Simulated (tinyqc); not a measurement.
## Rectangular fin or nanosheet with a gate all round, subbands and threshold shift from confinement: charge and subband filling against gate voltage

Undoped body with a flat potential across it, hard walls, transport along x. One isotropic valley (g = 1, mx = my = mz = me). Non-parabolicity enters the subband edges through E (1 + al E) = gamma, so E = 2 gamma/(1 + sqrt(1 + 4 al gamma)); motion within a subband is taken as parabolic with the band-edge mass. Energies are counted from the bulk band edge.

gamma = C pi^2 [a^2/(my (t + dl)^2) + b^2/(mz (H + dl)^2)], C = hbar^2/(2 m0). Each subband has N_k = g sqrt(2 mx m0 kB T/(pi hbar^2)). With degeneracy n = sum N_k F((EF - E_k)/Vt), F(x) = (1/sqrt(pi)) int_0^infinity u^(-1/2) du/(1 + exp(u - x)); gate: Vg = EF + q n/(Cg P), P = 2 (t + H), summed over the 60 lowest subbands at most, with Vg counted from the value that would put EF at the bulk band edge of an empty body. Cq = q dn/dEF.

Parameters, values chosen for the exercise; masses close to those of GaAs:

| symbol | value | unit | meaning |
|---|---|---|---|
| T | 300 | K | temperature |
| me | 0.0676 | m0 | mass at the band edge |
| al | 0.62 | 1/eV | non-parabolicity |
| t | 10.7 | nm | width (along y) |
| dl | 0 | nm | widening of the box by penetration into the insulator |
| Cg | 2.3 | uF/cm^2 | gate capacitance per area of interface |
| H | 16 | nm | height (along z) |

Constants: q = 1.602176634e-19 C, kB = 1.380649e-23 J/K, hbar = 1.054571817e-34 J s, m0 = 9.1093837015e-31 kg, Vt = kB T/q, hbar^2/(2 m0) = 0.0380998212 eV nm^2. Results are converted to the units shown.

Charge and subband filling against gate voltage:

| Vg (V) | EF - E_1 (eV) | n (cm^-1) | n/P (cm^-2) | share of the lowest subband (%) | Cq/(Cg P) | total C/(Cg P) |
|---|---|---|---|---|---|---|
| -0.08 | -0.1475 | 4475 | 8.380e8 | 89.47 | 0.002253 | 0.002248 |
| 0.04 | -0.03185 | 3.342e5 | 6.259e10 | 87.85 | 0.1442 | 0.1260 |
| 0.17 | 0.06354 | 2.987e6 | 5.594e11 | 66.74 | 0.5638 | 0.3605 |
| 0.29 | 0.1334 | 6.833e6 | 1.280e12 | 44.48 | 0.9188 | 0.4788 |
| 0.42 | 0.1962 | 1.198e7 | 2.243e12 | 31.11 | 1.148 | 0.5345 |
| 0.55 | 0.2549 | 1.745e7 | 3.268e12 | 24.43 | 1.343 | 0.5732 |
| 0.67 | 0.3034 | 2.293e7 | 4.293e12 | 20.31 | 1.583 | 0.6129 |
| 0.8 | 0.3516 | 2.920e7 | 5.468e12 | 17.18 | 1.825 | 0.6460 |
| 0.92 | 0.3927 | 3.525e7 | 6.601e12 | 15.05 | 2.000 | 0.6667 |

EF passes E_1 = 0.0675 eV at Vg = 0.0788 V. The share of the lowest subband falls from 89.5 to 15.0 % and the total capacitance rises from 0.00225 to 0.667 of Cg P. In the last row 34 % of an added gate voltage goes into raising EF (from the last two rows). For Vg = 0.17, 0.29, 0.42, 0.55, 0.67, 0.8, 0.92 the charge would bend the potential across the body noticeably, which is left out.

Computed by the program tinyqc: `OMP_NUM_THREADS=1 python tinyqc.py 2350040 2350041 out.jsonl`, one thread of a shared Intel Xeon 2.30GHz, about 0.1 s for the whole run.
